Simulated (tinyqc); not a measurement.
# p-type polysilicon, carrier trapping at grain boundaries: two studies

One-dimensional grains of size Lg, uniform ionised doping N, monovalent traps Qt at each boundary at a depth Et below (for electrons) or above (for holes) the band edge there, abrupt depletion of width W on each side of a boundary, Boltzmann statistics. xi is the distance from the band edge at the grain centre to the Fermi level. Trapped charge Qt/(1 + exp((xi + VB - Et)/Vt)) = 2 N W, barrier VB = q N W^2/(2 eps0 eps_r).

Values chosen for this exercise; values of the order met in polycrystalline silicon:
```
symbol,value,unit,meaning
T,400,K,temperature
eps_r,11.7,,relative permittivity
NB,4.08e19,cm^-3,valence-band density of states at T
Lg,130,nm,grain size
Qt,1.4e12,cm^-2,trap density of a grain boundary
Et,0.43,eV,depth of the trap level from the majority band edge at the boundary
ms,0.53,m0,mass for thermionic emission
fe,0.5,,correction factor of the emission rate
mug,120,cm^2/(V s),mobility inside the grains
N,2e17,cm^-3,doping
```

Constants: q = 1.602176634e-19 C, kB = 1.380649e-23 J/K, m0 = 9.1093837015e-31 kg, Vt = kB T/q, eps0 = 8.8541878128e-14 F/cm where lengths are in cm. Results are converted to the units shown.

Each table varies one quantity; the others keep the values above.

## Effect of the doping

If the trap equation with xi = Vt ln(NB/N) has a root W < Lg/2, the grain is partly depleted; otherwise W = Lg/2 and the trap equation gives xi = Et - VB + Vt ln(Qt/(N Lg) - 1). N* = Qt/Lg. n0 = NB exp(-xi/Vt); mean density n0 (1 - 2 W/Lg) by charge balance in a partly depleted grain, and n0 (sqrt(pi)/2) erf(u)/u with u = sqrt(VB/Vt) in a fully depleted one; v = sqrt(kB T/(2 pi ms m0)); barrier resistivity Vt exp(VB/Vt)/(q fe n0 v Lg); grain resistivity (1 - 2 W/Lg)/(q n0 mug); effective mobility 1/(q mean density total resistivity). Rows with xi above 0.45 V, towards mid-gap, are left out, since the other carrier type is ignored.

Results:
columns A: N (cm^-3); B: N/N*; C: depleted share 2 W/Lg; D: VB (V); E: xi (V); F: mean density (cm^-3); G: resistivity (ohm cm); H: effective mobility (cm^2/(V s))
```
A             B         C          D         E          F         G       H
2.4e16  0.22286    1.0000   0.078412   0.39464  2.4712e14    173.49  145.58
5e16    0.46429    1.0000    0.16336   0.27157  6.2772e15    57.406  17.321
1.1e17   1.0214   0.72646    0.18966   0.20392  3.0090e16    17.426  11.903
4.6e17   4.2714   0.23327   0.081777   0.15460  3.5270e17   0.26754  66.146
9.8e17   9.1000   0.10984   0.038627   0.12853  8.7236e17  0.071520  100.04
2e18     18.571  0.053839   0.018941   0.10394  1.8923e18  0.031325  105.29
4.3e18   39.929  0.025044  0.0088112  0.077558  4.1923e18  0.014122  105.42
```

Estimate the missing row, N = 2.2e17 cm^-3.

Computed row:
columns A: N (cm^-3); B: N/N*; C: depleted share 2 W/Lg; D: VB (V); E: xi (V); F: mean density (cm^-3); G: resistivity (ohm cm); H: effective mobility (cm^2/(V s))
```
A            B        C        D        E          F       G       H
2.2e17  2.0429  0.46166  0.15319  0.18003  1.1844e17  3.1292  16.841
```

With this row back in the table: As N goes from 2.4e16 to 4.3e18, VB goes from 0.0784 through a maximum of 0.190 (at N = 1.1e17 among the rows listed) to 0.00881 V, the resistivity falls from 173 to 0.0141 ohm cm and the effective mobility goes from 146 through a minimum of 11.9 (at N = 1.1e17 among the rows listed) to 105 cm^2/(V s). The steepest fall of the resistivity among the rows, as N^(-3.3), lies between N = 2.2e17 and 4.6e17 cm^-3; N* = 1.08e17 cm^-3. While the grain is fully depleted VB grows as N; once the traps are full it falls as 1/N. For N = 4.3e18 xi is under 2.5 Vt, where Boltzmann statistics begin to fail. For N = 2e18, 4.3e18 VB is below Vt, where abrupt depletion and thermionic emission are rough. For N = 5e16, 1.1e17 the grain is near the changeover between partial and full depletion, within a few Debye lengths, where both limits are rough. For N = 2.4e16 the effective mobility exceeds mug, since drift through the depleted part of the grain is left out.

## Effect of the trap density of a grain boundary

Same model as above.

N* = Qt/Lg.

The same in every row: xi (V) = 0.18331.

Results:
columns A: Qt (cm^-2); B: N/N*; C: depleted share 2 W/Lg; D: VB (V); E: mean density (cm^-3); F: resistivity (ohm cm); G: effective mobility (cm^2/(V s))
```
A             B         C          D          E        F        G
2e11     13.000  0.076856  0.0038597  1.8463e17  0.28346   119.26
3.4e11   7.6471   0.13063   0.011150  1.7387e17  0.27969   128.34
5.7e11   4.5614   0.21881   0.031284  1.5624e17  0.29929   133.48
9.7e11   2.6804   0.36926   0.089098  1.2615e17  0.67838   72.935
2.8e12  0.92857   0.60386    0.23827  7.9228e16   39.079   2.0159
4.7e12  0.55319   0.63975    0.26744  7.2050e16   90.923  0.95275
8e12    0.32500   0.66728    0.29095  6.6545e16   179.75  0.52181
```

Estimate the missing row, Qt = 1.6e12 cm^-2.

Computed row:
columns A: Qt (cm^-2); B: N/N*; C: depleted share 2 W/Lg; D: VB (V); E: mean density (cm^-3); F: resistivity (ohm cm); G: effective mobility (cm^2/(V s))
```
A            B        C        D          E       F       G
1.6e12  1.6250  0.53018  0.18367  9.3964e16  8.1180  8.1823
```

With this row back in the table: As Qt goes from 2e11 to 8e12, VB rises from 0.00386 to 0.291 V, the resistivity goes from 0.283 through a minimum of 0.280 (at Qt = 3.4e11 among the rows listed) to 180 ohm cm and the effective mobility goes from 119 through a maximum of 133 (at Qt = 5.7e11 among the rows listed) to 0.522 cm^2/(V s). For Qt = 2e11, 3.4e11, 5.7e11 VB is below Vt, where abrupt depletion and thermionic emission are rough. For Qt = 3.4e11, 5.7e11 the effective mobility exceeds mug, since drift through the depleted part of the grain is left out.

Program tinyqc, `OMP_NUM_THREADS=1 python tinyqc.py 2830101 2830102 out.jsonl`; Intel Xeon 2.30GHz, shared host, one thread, about 0.01 s.
